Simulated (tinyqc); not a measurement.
# Surface potential of a MOS transistor: implicit equation and explicit approximations: what changes with what

p-type body, charge-sheet picture, depletion and inversion only, full ionisation (an idealisation for deep acceptors), Boltzmann statistics (rough once Na exp(x - xn) passes about Nc/7). In units of Vt: xg = (Vg - Vfb)/Vt, x = psi/Vt, G = gamma/sqrt(Vt), xn = (2 phiF + Vc)/Vt. The implicit equation is (xg - x)^2 = G^2 [x - 1 + exp(x - xn)] for x above about 3. Cox = eps0 eox/tox.

Parameters, values chosen for the exercise; band and dielectric values close to those of silicon: temperature T = 400 K; band gap Eg = 1.11 eV; relative permittivity eps_r = 11.9; conduction-band density of states at T Nc = 4.3e19 cm^-3; valence-band density of states at T Nv = 4.14e19 cm^-3; relative permittivity of the gate insulator (close to aluminium oxide) eox = 9.26; insulator thickness tox = 12 nm; acceptor density Na = 9.5e16 cm^-3; flat-band voltage Vfb = -0.85 V; channel-body voltage Vc = 1 V; gate-body voltage Vg = 1.83 V.

Constants: q = 1.602176634e-19 C, kB = 1.380649e-23 J/K, Vt = kB T/q, eps0 = 8.8541878128e-14 F/cm where lengths are in cm. Results are converted to the units shown.

Each table varies one quantity; the others keep the values above.

## Accuracy of the approximations against gate voltage

ni = sqrt(Nc Nv) exp(-Eg/(2 Vt)), Eg in volts; phiF = Vt ln(Na/ni); gamma = sqrt(2 q eps0 eps_r Na)/Cox; VT = Vfb + Vt (xn + G sqrt(xn - 1)). Depletion value a = 1 + [sqrt(G^2/4 + xg - 1) - G/2]^2; inversion value b = xn + ln[(xg - xn)^2/G^2 - xn + 1] and first guess y = min(a, b) - ln(1 + exp(-|a - b|)) if a > xn + 1, else b = y = a; one second-order correction with D = exp(y - xn), p = 2 (xg - y) + G^2 (1 + D), w = (xg - y)^2 - G^2 (y - 1 + D): z = y + 2 w/(p + sqrt(p^2 - 2 (2 - G^2 D) w)), or the Newton step z = y + w/p where the root is not real. N_inv = (Cox Vt G/q) [sqrt(x - 1 + exp(x - xn)) - sqrt(x - 1)] at the root. Lambert form (Cox m Vt/q) W0[(G/(2 m sqrt(xn - 1))) exp((Vg - VT)/(m Vt))], m = 1 + G/(2 sqrt(xn - 1)). Errors under 1e-4 mV, and the linear form below VT, are printed as 0.

Result of one run:
```
Vg (V)	psi (V)	x - xn	error of y (mV)	error of z (mV)	N_inv (cm^-2)	Cox (Vg - VT)/q (cm^-2)	Lambert form (cm^-2)
1.58	1.845	4.519	23.7	-4.64	9.883e11	1.719e12	1.033e12
```

What becomes of these results when the gate-body voltage Vg is changed from 1.58 to 1.18 V, all else the same?

Result of the changed run:
```
Vg (V)	psi (V)	x - xn	error of y (mV)	error of z (mV)	N_inv (cm^-2)	Cox (Vg - VT)/q (cm^-2)	Lambert form (cm^-2)
1.18	1.689	-0.01142	3.13	-3.84e-4	1.473e10	1.288e10	1.480e10
```

The whole series:
```
Vg (V)	psi (V)	x - xn	error of y (mV)	error of z (mV)	N_inv (cm^-2)	Cox (Vg - VT)/q (cm^-2)	Lambert form (cm^-2)
0.78	1.331	-10.39	1.09e-4	0	5.181e5	0	4.325e5
0.98	1.511	-5.173	0.0190	0	8.982e7	0	8.370e7
1.18	1.689	-0.01142	3.13	-3.84e-4	1.473e10	1.288e10	1.480e10
1.38	1.802	3.259	26.1	-5.07	3.387e11	8.658e11	3.536e11
1.58	1.845	4.519	23.7	-4.64	9.883e11	1.719e12	1.033e12
1.78	1.871	5.248	18.5	-1.52	1.724e12	2.572e12	1.796e12
1.98	1.889	5.770	15.4	-0.769	2.492e12	3.424e12	2.590e12
2.18	1.903	6.179	13.3	-0.464	3.279e12	4.277e12	3.399e12
2.38	1.914	6.517	11.8	-0.310	4.078e12	5.130e12	4.217e12
```

psi rises from 1.33 to 1.91 V and ends 6.5 Vt above 2 phiF + Vc. Among the rows the first guess is off by at most 26 mV (at Vg = 1.38 V) and the corrected value by at most 5.1 mV. In the last row the linear form is 26 % above N_inv and the Lambert form 3.4 % above it; in the first row the Lambert form is 17 % below it. For Vg = 1.58, 1.78, 1.98, 2.18, 2.38 the electron quasi-Fermi level lies less than 2 Vt below the band edge at the surface, or above it, where degeneracy and confinement, left out, matter.

## Effect of the acceptor density at fixed gate voltage

Same model as above.

Vfb is held fixed.

Result of one run:
```
Na (cm^-3)	psi (V)	x - xn	error of y (mV)	error of z (mV)	N_inv (cm^-2)	Cox (Vg - VT)/q (cm^-2)	Lambert form (cm^-2)
3.3e16	1.8469	6.6735	17.9	-1.37	2.6659e12	3.7051e12	2.8094e12
```

What becomes of these results when the acceptor density Na is changed from 3.3e16 to 3.2e15 cm^-3, all else the same?

Result of the changed run:
```
Na (cm^-3)	psi (V)	x - xn	error of y (mV)	error of z (mV)	N_inv (cm^-2)	Cox (Vg - VT)/q (cm^-2)	Lambert form (cm^-2)
3.2e15	1.7743	9.2334	20.9	-2.78	3.5919e12	4.9752e12	3.8983e12
```

The whole series:
```
Na (cm^-3)	psi (V)	x - xn	error of y (mV)	error of z (mV)	N_inv (cm^-2)	Cox (Vg - VT)/q (cm^-2)	Lambert form (cm^-2)
3.2e15	1.7743	9.2334	20.9	-2.78	3.5919e12	4.9752e12	3.8983e12
6.9e15	1.7986	8.4040	19.8	-2.16	3.3584e12	4.6281e12	3.6088e12
1.5e16	1.8229	7.5561	18.8	-1.69	3.0609e12	4.2166e12	3.2568e12
3.3e16	1.8469	6.6735	17.9	-1.37	2.6659e12	3.7051e12	2.8094e12
7.3e16	1.8691	5.7304	17.5	-1.23	2.1308e12	3.0467e12	2.2253e12
1.6e17	1.8859	4.6481	18.6	-1.53	1.4126e12	2.1832e12	1.4631e12
3.5e17	1.8819	2.9659	22.6	-2.75	4.8738e11	1.0052e12	5.0055e11
7.6e17	1.7178	-3.3460	0.270	0	1.4792e9	0	1.4146e9
```

As Na goes from 3.2e15 to 7.6e17, psi goes from 1.77 through a maximum of 1.89 (at Na = 1.6e17 among the rows listed) to 1.72 V, x - xn falls from 9.23 to -3.35 and N_inv falls from 3.59e12 to 1.48e9 cm^-2. The Lambert form lies between 0.956 and 1.09 times N_inv. For Na = 3.2e15, 6.9e15, 1.5e16, 3.3e16, 7.3e16, 1.6e17, 3.5e17 the electron quasi-Fermi level lies less than 2 Vt below the band edge at the surface, or above it, where degeneracy and confinement, left out, matter.

Numbers from tinyqc (`OMP_NUM_THREADS=1 python tinyqc.py 2122248 2122249 out.jsonl`; about 0.01 s on one thread of a shared Intel Xeon 2.30GHz).
